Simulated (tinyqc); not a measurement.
## Programming of a floating-gate cell by Fowler-Nordheim tunnelling: threshold shift against time

Per tunnel area the floating gate has Ctun = 3.9 eps0/tox to the channel (0 V) and Ccg to the control gate, Ct = Ctun/(1 - ag), no other coupling. With the threshold shift U = -Q/Ccg the field is F = ag (Vg - U)/tox, and dU/dt = J/Ccg. Fowler-Nordheim: J = A F^2 exp(-B/F), A = q^2/(16 pi^2 hbar mo phi) (times 1e14 for A/cm^2 with F in V/nm, emitter mass m0), B = (4/3) sqrt(mo/C) phi^1.5, C = hbar^2/(2 m0).

Exact: exp(B/F(t)) = exp(B/F(0)) + K t, K = A B ag/(Ccg tox), and U = Vg - tox F/ag.

Parameters, values chosen for the exercise; oxide values close to those of silicon dioxide: tunnel barrier phi = 3.12 eV; tunnelling mass mo = 0.41 m0; tunnel oxide thickness tox = 6.2 nm; coupling ratio Ccg/Ct ag = 0.59; threshold shift at the start Vt0 = -1.2 V; control-gate voltage Vg = 10.4 V.

Constants: q = 1.602176634e-19 C, hbar = 1.054571817e-34 J s, m0 = 9.1093837015e-31 kg, eps0 = 8.8541878128e-14 F/cm where lengths are in cm, hbar^2/(2 m0) = 0.0380998212 eV nm^2. Results are converted to the units shown.

Results:

| t (s) | F (V/nm) | J (A/cm^2) | U (V) | dU/dlog10 t (V) |
|---|---|---|---|---|
| 4.1e-7 | 1.1016 | 0.045902 | -1.1759 | 0.054069 |
| 1.6e-5 | 1.0540 | 0.015633 | -0.67549 | 0.71862 |
| 9.6e-5 | 0.99151 | 0.0032768 | -0.019288 | 0.90375 |
| 0.00059 | 0.92519 | 4.9945e-4 | 0.67763 | 0.84658 |
| 0.0037 | 0.86467 | 7.0436e-5 | 1.3136 | 0.74873 |
| 0.023 | 0.81154 | 1.0001e-5 | 1.8719 | 0.66086 |
| 0.14 | 0.76503 | 1.4606e-6 | 2.3607 | 0.58747 |
| 0.86 | 0.72336 | 2.1258e-7 | 2.7986 | 0.52524 |

Estimate the missing row, t = 2.5e-6 s.

Computed row:

| t (s) | F (V/nm) | J (A/cm^2) | U (V) | dU/dlog10 t (V) |
|---|---|---|---|---|
| 2.5e-6 | 1.0914 | 0.036744 | -1.0690 | 0.26391 |

With this row back in the table: U rises from -1.18 to 2.80 V, while J falls by 5.33 decades, at the end as t^(-1.06). Well past t0 = 8.83e-6 s the stored charge chokes the field and U gains only 0.525 V a decade.

Range of the model: Programming fields of 10 MV/cm and more wear the oxide; trapping and the channel potential are ignored.

Program tinyqc, `OMP_NUM_THREADS=1 python tinyqc.py 2130001 2130002 out.jsonl`; Intel Xeon 2.30GHz, shared host, one thread, about 0.01 s.
